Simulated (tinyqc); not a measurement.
# Reverse leakage of an n+-p junction: diffusion, generation, trap-assisted and band-to-band tunnelling, step by step

Numbers from tinyqc (`OMP_NUM_THREADS=1 python tinyqc.py 2290137 2290138 out.jsonl`; about 0.01 s on one thread of a shared Intel Xeon 2.30GHz). Printed values are rounded; ~0 in a residual or rate marks an entry under 1e-11 of the largest of its column.

One-sided abrupt junction in the depletion approximation, x from the junction (0) to W on the p side, field F = F0 (1 - x/W). Flat quasi-Fermi levels, long p side. Traps generate through SRH with both lifetimes shortened by 1 + Gamma (Hurkx enhancement, form for moderate fields); band-to-band generation is local and needs a total bending above Eg.

Inputs (values chosen for the exercise); band and dielectric values close to those of silicon:

| symbol | value | unit | meaning |
|---|---|---|---|
| T | 300 | K | temperature |
| Eg | 1.1 | eV | band gap |
| eps_r | 11.9 |  | relative permittivity |
| Nc | 2.75e19 | cm^-3 | conduction-band density of states at T |
| Nv | 2.67e19 | cm^-3 | valence-band density of states at T |
| Na | 5.9e17 | cm^-3 | acceptor density of the lighter side |
| Nd | 5e19 | cm^-3 | donor density of the heavier side |
| tau | 2e-6 | s | SRH lifetime of both carriers at zero field |
| Et | -0.06 | eV | trap level above the intrinsic level |
| mt | 0.25 | m0 | tunnelling mass |
| Dn | 9 | cm^2/s | electron diffusion coefficient on the lighter side |
| Ab | 4.7e14 | cm^-0.5 V^-2.5 s^-1 | band-to-band prefactor |
| Bb | 1.94e7 | V/cm | band-to-band field constant |
| VR | 2 | V | reverse bias |

Constants: q = 1.602176634e-19 C, kB = 1.380649e-23 J/K, hbar = 1.054571817e-34 J s, m0 = 9.1093837015e-31 kg, Vt = kB T/q, eps0 = 8.8541878128e-14 F/cm where lengths are in cm. Results are converted to the units shown.

Range of the model: F0 exceeds 1.9 FG, near the end of the range of this form of the enhancement factor, beyond which it overestimates the tunnelling. The n+ side is degenerate, so Vbi from Boltzmann statistics is only a guide.

## Field, scales and diffusion current

ni = sqrt(Nc Nv) exp(-Eg/(2 Vt)), Eg in volts; Vbi = Vt ln(Na Nd/ni^2); W = sqrt(2 eps0 eps_r (Vbi + VR)/(q Na)); F0 = 2 (Vbi + VR)/W; FG = sqrt(24 mt m0 (kB T)^3)/(q hbar); J_diff = q ni^2 sqrt(Dn/tau)(1 - exp(-VR/Vt))/Na.

ni = 1.560733e10 cm^-3
Vbi = 1.016900 V
W = 82.00911 nm
F0 = 735.7475 kV/cm
FG = 368.8420 kV/cm
J_diff = 1.403208e-13 A/cm^2

## Generation rates across the layer

u = (Vbi + VR)(1 - x/W)^2, p = Na exp(-u/Vt), n = Nd exp((u - Vbi - VR)/Vt); G0 = ni^2 (1 - exp(-VR/Vt))/(tau (n + p + 2 ni cosh(Et/Vt))); Gamma = 2 sqrt(3 pi)(F/FG) exp((F/FG)^2); trap-assisted part G0 Gamma; G_bb = Ab F^2.5 exp(-Bb/F) with F in V/cm, zero unless Vbi + VR > Eg, and counted as zero under 1 cm^-3 s^-1. 14 equal steps.

| point | x (nm) | F (kV/cm) | Gamma | G0 (cm^-3 s^-1) | G0 Gamma (cm^-3 s^-1) | G_bb (cm^-3 s^-1) |
|---|---|---|---|---|---|---|
| 0 | 0.00000 | 735.7475 | 654.8221 | 2.435888e6 | 1.595073e9 | 7.718897e17 |
| 1 | 5.85779 | 683.1941 | 351.4700 | 2.265457e13 | 7.962403e15 | 8.437607e16 |
| 2 | 11.71559 | 630.6407 | 195.3031 | 7.588772e14 | 1.482111e17 | 6.480783e15 |
| 3 | 17.57338 | 578.0873 | 112.2372 | 7.588857e14 | 8.517522e16 | 3.181394e14 |
| 4 | 23.43117 | 525.5339 | 66.61836 | 7.588857e14 | 5.055572e16 | 8.743580e12 |
| 5 | 29.28897 | 472.9805 | 40.76801 | 7.588857e14 | 3.093826e16 | 1.111661e11 |
| 6 | 35.14676 | 420.4271 | 25.66158 | 7.588857e14 | 1.947421e16 | 4.914017e8 |
| 7 | 41.00455 | 367.8738 | 16.55927 | 7.588851e14 | 1.256659e16 | ~0 |
| 8 | 46.86235 | 315.3204 | 10.90128 | 7.575182e14 | 8.257922e15 | ~0 |
| 9 | 52.72014 | 262.7670 | 7.266294 | 3.355618e14 | 2.438290e15 | 0 |
| 10 | 58.57793 | 210.2136 | 4.842313 | 2.821228e12 | 1.366127e13 | 0 |
| 11 | 64.43573 | 157.6602 | 3.150629 | 4.385009e10 | 1.381554e11 | 0 |
| 12 | 70.29352 | 105.1068 | 1.897679 | 2.234056e9 | 4.239521e9 | 0 |
| 13 | 76.15131 | 52.5534 | 0.8927762 | 3.744166e8 | 3.342702e8 | 0 |
| 14 | 82.00911 | 0.0000 | 0 | 2.064311e8 | 0 | 0 |

## Current components

Each current is q times the trapezoid sum of its rate; J adds J_diff; J_bb under 1e-8 of the sum is given as 0.

J_SRH = 5.323210e-10 A/cm^2
J_TAT = 3.431175e-8 A/cm^2
J_bb = 4.477958e-8 A/cm^2
J = 7.962379e-8 A/cm^2

A fine grid gives J = 7.318e-8 A/cm^2; the coarse sum is 8.8 % above it. On the fine grid the largest part is trap-assisted tunnelling (54.1 %). The simple estimate q ni W/(2 tau cosh(Et/Vt)) is 81 % above the fine-grid J_SRH of 5.515e-10 A/cm^2, since near both edges n or p is large enough to quench generation.
